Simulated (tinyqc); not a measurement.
Pinning factor and neutrality level from two metals.

Question. On an oxide a metal of vacuum work function pM shows the effective value Phi + S (pM - Phi), with S = 1/(1 + 0.1 (eps_inf - 1)^2). Find S, Phi and eps_inf.

effective work functions for metals of 4.05 and 5.45 eV (eV): [4.2402648, 4.8330807]

Answer. The slope is S, and the point where both work functions agree is Phi.

S = 0.4234
Phi = 4.380 eV
eps_inf = 4.690

tinyqc, about 0.01 s, one thread, Intel Xeon 2.30GHz (shared host): `OMP_NUM_THREADS=1 python tinyqc.py 2410160 2410161 out.jsonl`
